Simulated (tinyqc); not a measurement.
# Changing the polarisation charge sigma/e

Model: charge control and current of a heterostructure field-effect transistor. Computed by tinyqc, a small Python program. Command: `OMP_NUM_THREADS=1 python tinyqc.py 3024074 3024075 out.jsonl hemt sweep`. One thread of a shared host (Intel(R) Xeon(R) Processor @ 2.30GHz), about 0.01 s of CPU time with the checks.

Two subbands in a triangular well; E_F is counted from the conduction band edge of the channel at the interface.

Inputs (values chosen for the exercise, modelled on AlGaN/GaN):

| quantity | value | unit |
|---|---|---|
| channel mass m | 0.19 | m_0 |
| permittivity eps (barrier and channel) | 9.48 | - |
| barrier thickness d | 24 | nm |
| Schottky barrier phi_B | 1.4 | eV |
| conduction band offset dE_c | 0.49 | eV |
| gate voltage V_G | 0 | V |
| mobility mu | 1300 | cm^2/(V s) |
| saturation velocity v_s | 1.2 | 1e7 cm/s |
| gate length L | 1300 | nm |
| source resistance R_S | 0 | ohm mm |
| temperature T | 300 | K |
| mixing | 0.3 | - |
| iteration cap | 200 | - |

Charge source: polarisation. Velocity law: two-piece.

Constants: e = 1.602176634e-19 C; eps_0 = 8.8541878128e-12 F/m; k_B = 8.617333262e-05 eV/K; hbar = 1.054571817e-34 J s; m_0 = 9.1093837015e-31 kg; k_B = 1.380649e-23 J/K.

Method:
- Threshold V_T = phi_B - dE_c - sigma d/(eps eps_0) (in volts); C_b = eps eps_0/d.
- Charge control: n_s = C_b (V_G - V_T - E_F/e)/e. Well: mean field F = e n_s/(2 eps eps_0), E_i = (hbar^2/2m)^(1/3) [(3 pi e F/2)(i + 3/4)]^(2/3), i = 0, 1; n_s = D k_B T sum_i ln(1 + exp((E_F - E_i)/k_B T)), D = m/(pi hbar^2), which is solved in closed form for E_F.
- Iteration from n_s = C_b (V_G - V_T)/(2e): E_F from n_s, n_out from the charge control, n_new = n_s + mixing (n_out - n_s), kept above n_s/10; stop when |n_out/n_s - 1| < 1e-9.
- C_g = e dn_s/dV_G = 1/(1/C_b + 1/C_q), 1/C_q = d(E_F/e)/d(e n_s) by a central difference of +/- 0.1 % in n_s; added distance dd = eps eps_0/C_q.
- With V = e n_s/C_g and V_c = v_s L/mu: for v = mu F up to v_s, I/W = C_g v_s V_c (sqrt(1 + (V/V_c)^2) - 1) and V_Dsat = V + V_c - sqrt(V^2 + V_c^2); g_m = dI/dV; extrinsic g_m/(1 + g_m R_S); f_T = g_m/(2 pi C_g L).

One run for each value:

| polarisation charge sigma/e (1/cm^2) | sheet density n_s (1/cm^2) | threshold voltage V_T (V) | E_F (meV) | saturation current I/W (mA/mm) |
|---|---|---|---|---|
| 7.60e+12 | 5.0871e+12 | -2.572 | 241.2 | 617.8 |
| 9.60e+12 | 6.9415e+12 | -3.488 | 307.9 | 946.0 |
| 1.20e+13 | 9.1788e+12 | -4.587 | 382.4 | 1355.9 |
| 1.50e+13 | 1.1987e+13 | -5.962 | 470.3 | 1880.3 |
| 1.90e+13 | 1.5744e+13 | -7.794 | 581.5 | 2590.1 |
| 2.40e+13 | 2.0455e+13 | -10.085 | 714.0 | 3486.2 |
| 3.00e+13 | 2.6123e+13 | -12.833 | 866.0 | 4568.7 |
| 3.80e+13 | 3.3700e+13 | -16.498 | 1059.8 | 6019.2 |

Describe the trends.

Over the rows, sheet density n_s (1/cm^2) rises from 5.09e12 to 3.37e13 (exponent d ln y / d ln x 1.3 between the first rows and 1.1 between the last); threshold voltage V_T (V) falls from -2.57 to -16.5 (exponent d ln y / d ln x 1.3 between the first rows and 1.1 between the last); E_F (meV) rises from 241 to 1060 (exponent d ln y / d ln x 1.0 between the first rows and 0.85 between the last).

Caution (rows 1.90e13, 2.40e13, 3.00e13, 3.80e13): E_F lies above the conduction band minimum of the barrier, so electrons would spill into the barrier.

Extremes, crossings and ranges named in words are read from the listed rows.
